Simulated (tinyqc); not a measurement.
Two coupled magnetic layers: synthetic antiferromagnet, spin flop, exchange bias and magnetoresistance: one step, computed by the program tinyqc. Command: `OMP_NUM_THREADS=1 python tinyqc.py 3020542 3020543 out.jsonl saf walk`. One thread of a shared host (Intel(R) Xeon(R) Processor @ 2.30GHz), about 0.3 s of CPU time with the checks.

Moments lie in the plane at the angles p1, p2 from the field. Energy per area: E = J1 cos(p1 - p2) + J2 cos^2(p1 - p2) - B M_s (t1 cos p1 + t2 cos p2) + K (t1 sin^2 p1 + t2 sin^2 p2).

Problem. Saturation field. The parallel state is stable while the Hessian at p1 = p2 = 0 is positive: with c = J1 + 2 J2 and u = B M_s + 2K, (u t1 - c)(u t2 - c) > c^2, so B_sat M_s = c (1/t1 + 1/t2) - 2K. B_K = 2K/M_s.

Inputs (values chosen for the exercise, for a model stack): saturation magnetisation M_s = 1440 kA/m; thickness t1 = 2.1 nm; thickness t2 = 1.8 nm; antiferromagnetic coupling J1 = 0.14 mJ/m^2; biquadratic coupling J2 = 0.012 mJ/m^2; in-plane anisotropy K = 1.4 kJ/m^3; field over the saturation field = 0.89.

Field direction: along the easy axis.

Give: exchange field c (1/t1 + 1/t2)/M_s; B_K; saturation field B_sat; applied field B.

Solution.

exchange field c (1/t1 + 1/t2)/M_s = 117.5 mT

B_K = 1.944 mT

saturation field B_sat = 115.6 mT

applied field B = 102.8 mT
